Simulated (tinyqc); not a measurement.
Field length and prefactor from two substrate currents.

Problem. For Em = (Vd - Vdsat)/l, Isub/Id = (Ai/Bi)(Vd - Vdsat) exp(-Bi l/(Vd - Vdsat)), and l = sqrt(3 tox xj). Find l, Ai and xj.

Inputs (values chosen for the exercise):
- tox = 5.6 nm (oxide thickness)
- Bi = 1.7 MV/cm (ionisation field)

Isub/Id at Vd - Vdsat = 1.6 and 2.2 V: 0.0479773156  0.179462859

Answer. ln[Isub/(Id (Vd - Vdsat))] is linear in 1/(Vd - Vdsat) with slope -Bi l.

l = 34.54 nm
Ai = 2.000e6 1/cm
xj = 71.00 nm

Program tinyqc, `OMP_NUM_THREADS=1 python tinyqc.py 2550028 2550029 out.jsonl`; Intel Xeon 2.30GHz, shared host, one thread, about 0.01 s.
